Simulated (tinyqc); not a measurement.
Inside a calculation. Method: Hueckel theory of the pi electrons with the omega technique, for the molecule N=c1ccccnc1 (SMILES; centres numbered as the heavy atoms are written). One step of it, computed by the program tinyqc.

Task: Energy, charges, bond orders. E = sum n x; q_r = z_r - P_rr; bond order p = P_rs; free valence = sqrt(3) - sum of p over the bonds of the atom.

final x values: 2.213456  1.558541  1.394869  0.396159  -0.358343  -0.595308  -1.682629  -1.886745

occupations: 2.000000  2.000000  2.000000  2.000000  0.000000  0.000000  0.000000  0.000000

final P, lower triangle:
```
           1N         2C         3C         4C         5C        6C        7N        8C
1N   1.407688
2C   0.721175   0.924612
3C  -0.192254   0.470997   0.932862
4C  -0.295378   0.080238   0.745502   0.929932
5C   0.203567  -0.115406   0.075998   0.555639   0.937622
6C   0.228413  -0.130453  -0.305052   0.086252   0.718610  0.910715
7N  -0.283353   0.051134  -0.116145  -0.143076   0.047743  0.553005  1.099256
8C  -0.124842   0.461514   0.261910  -0.094790  -0.328878  0.011279  0.751791  0.857313
```

Centres:
```
centre  z_r, pi electrons of the neutral centre         h
1N                                            1  0.520000
2C                                            1  0.000000
3C                                            1  0.000000
4C                                            1  0.000000
5C                                            1  0.000000
6C                                            1  0.000000
7N                                            1  0.520000
8C                                            1  0.000000
```

Bonds:
```
i  j  k
1  2  1
2  3  1
3  4  1
4  5  1
5  6  1
6  7  1
7  8  1
8  2  1
```

Give: pi energy = 8 alpha + this times beta; pi charges; Bond orders and lengths from R = 1.517 - 0.180 p; free valence of the carbons; gap between the highest filled and the next level.

Result:

pi energy = 8 alpha + this times beta = 11.1260

pi charges: 1N -0.4077, 2C 0.0754, 3C 0.0671, 4C 0.0701, 5C 0.0624, 6C 0.0893, 7N -0.0993, 8C 0.1427

Bond orders and lengths from R = 1.517 - 0.180 p (angstrom, C-C alone):
```
bond       p       R
1-2   0.7212       -
2-3   0.4710  1.4322
3-4   0.7455  1.3828
4-5   0.5556  1.4170
5-6   0.7186  1.3877
6-7   0.5530       -
7-8   0.7518       -
8-2   0.4615  1.4339
```

free valence of the carbons: 2C 0.0784, 3C 0.5156, 4C 0.4309, 5C 0.4578, 6C 0.4604, 8C 0.5187

gap between the highest filled and the next level = 0.7545 |beta|
